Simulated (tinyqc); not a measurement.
Surface photovoltage measurement of the minority-carrier diffusion length in a wafer: one step, computed by the program tinyqc.

Low injection, steady light, a depletion layer much thinner than 1/alpha and L. The excess density dn is taken at the front edge of the neutral region; light that reaches the back is lost.

Question. The linear plot. alpha = (84.732/lambda - 76.417)^2 per cm with lambda in micrometre (an empirical fit for silicon between 0.7 and 1.05 micrometre). Thick wafer: dn = Phi L/((S_f + D/L)(L + 1/alpha)). Finite wafer, with s = S_b L/D, w = W/L, a = alpha L: dn = [Phi a/(a^2 - 1)] [a - B - exp(-alpha W)(a - s)/(cosh w + s sinh w)]/(S_f + B D/L), B = (sinh w + s cosh w)/(cosh w + s sinh w). Readings y = (Phi/dn) (1 + noise x g) at 780, 830, 880, 920, 950, 975 and 995 nm; a least-squares line y = c (1/alpha + L_app) gives L_app = intercept/slope.

Inputs (values chosen for the exercise, modelled on p-type silicon at room temperature):
```
quantity,value,unit
diffusion length L,110,micrometre
wafer thickness W,725,micrometre
diffusivity D,28.7,cm^2/s
front recombination velocity S_f,36000,cm/s
back recombination velocity S_b,530,cm/s
photon flux entering,4e+12,1/(cm^2 s)
relative noise of each reading,0.5,%
```

normal deviates g for the noise: [-1.01, -0.14, 0.33, -0.48, 0.05, 0.54, -0.46]

Give: the table «Readings» with the columns 1/alpha (micrometre), y (cm/s), line (cm/s), for lambda (nm) = 780, 830, 880, 920, 950, 975, 995; slope; apparent length L_app; error of L_app (rounded to 0.001).

Answer.

Readings:
```
lambda (nm),1/alpha (micrometre),y (cm/s),line (cm/s)
780,9.64,41779,41944
830,15.18,43905,43889
880,25.33,47578,47455
920,40.66,52753,52837
950,61.28,60132,60078
975,90.92,70710,70486
995,130.89,84353,84522
```

slope = 351.15 cm/(s micrometre)

apparent length L_app = 109.81 micrometre

error of L_app (rounded to 0.001) = -0.173 %

At W/L = 6.6 the finite thickness shifts L_app by less than 0.05 %. S_f scales all readings alike and leaves L_app unchanged.
